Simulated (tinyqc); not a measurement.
Plane-wave Kohn-Sham cycle with exchange-only LDA in a layered model solid, step by step. One step of it, computed by the program tinyqc.

Problem. Iteration 2: potential. V_H(G) = 4 pi rho(G)/G^2 for G != 0 (uniform background); v_x = -(3 rho/pi)^(1/3); V = V_ext + V_H + v_x; Fourier components f(G_m) = (1/N) sum_j f(x_j) exp(-i G_m x_j).

A solid whose potential varies along x alone (atomic units):
```
parameter                      value
period a                   10.400000
cross-section of the cell  31.000000
electrons per cell                 4
grid points                       16
plane waves -n..n, n               2
k points                           4
V1 in V1 cos(2 pi x/a)     -0.740000
```

density after iteration 1 (e/bohr^3): 0.01254925  0.01274799  0.01299425  0.01280468  0.01230712  0.01198518  0.01198531  0.01208995  0.01213298  0.01208995  0.01198531  0.01198518  0.01230712  0.01280468  0.01299425  0.01274799

Give: Potentials on the grid; V(G_m), m = 0, 1, 2, ....

Solution.

Potentials on the grid (hartree):
```
x       V_ext        V_H     v_x       V
0.000  -0.740      0.015  -0.229  -0.954
0.650  -0.684      0.014  -0.230  -0.899
1.300  -0.523      0.012  -0.232  -0.743
1.950  -0.283      0.007  -0.230  -0.507
2.600       0  -3.25e-04  -0.227  -0.228
3.250   0.283     -0.007  -0.225   0.051
3.900   0.523     -0.012  -0.225   0.286
4.550   0.684     -0.014  -0.226   0.443
5.200   0.740     -0.015  -0.226   0.499
5.850   0.684     -0.014  -0.226   0.443
6.500   0.523     -0.012  -0.225   0.286
7.150   0.283     -0.007  -0.225   0.051
7.800       0  -3.25e-04  -0.227  -0.228
8.450  -0.283      0.007  -0.230  -0.507
9.100  -0.523      0.012  -0.232  -0.743
9.750  -0.684      0.014  -0.230  -0.899
```

V(G_m), m = 0, 1, 2, ... (hartree): -0.228  -0.363  0.000  0.000  0.000
